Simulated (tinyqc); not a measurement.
Bandgap voltage reference from two bipolar transistors: one step of the calculation.

Two transistors of area 1 and N carry the same current I. Is(T) = Is (T/T0)^eta exp[(Vg0 q/kB)(1/T0 - 1/T)], VBE1 = Vt ln(I/Is(T)) + I rb, VBE2 = Vt ln(I/(N Is(T))) + I rb/N. The amplifier forces I R1(T) = VBE1 - VBE2 + Vos, with R(T) = R (1 + tc (T - T0)) for both resistors, and the output is Vref = VBE1 + I R2(T). Base currents and the Early effect are neglected.

Question. Operating point at the reference temperature. Vt = kB T/q; I = (Vt ln N + Vos)/(R1(T) - rb (1 - 1/N)). Evaluate at T = T0.

Values chosen for this exercise; values of the order met in silicon bipolar transistors:

| symbol | value | unit | meaning |
|---|---|---|---|
| T0 | 300 | K | reference temperature |
| Vg0 | 1.188 | V | band-gap voltage extrapolated to 0 K |
| eta | 4 |  | temperature exponent of the saturation current |
| Is | 1.1e-16 | A | saturation current of the unit transistor at T0 |
| N | 8 |  | area ratio of the second transistor |
| R1 | 10 | kohm | resistor across which the difference of VBE falls, at T0 |
| tc | 0 | ppm/K | temperature coefficient of both resistors |
| Vos | 2.6 | mV | offset of the amplifier |
| rb | 10 | ohm | series resistance of the unit transistor |
| R2 | 119.3 | kohm | output resistor at T0 |

Constants: q = 1.602176634e-19 C, kB = 1.380649e-23 J/K. Results are converted to the units shown.

Wanted: Vt; I; Is(T); VBE1; I R2; Vref.

Answer.

Vt = 0.025852 V
I = 5.6407 uA
Is(T) = 1.1000e-16 A
VBE1 = 0.63758 V
I R2 = 0.67294 V
Vref = 1.3105 V

tinyqc, about 0.02 s, one thread, Intel Xeon 2.30GHz (shared host): `OMP_NUM_THREADS=1 python tinyqc.py 2062197 2062198 out.jsonl`
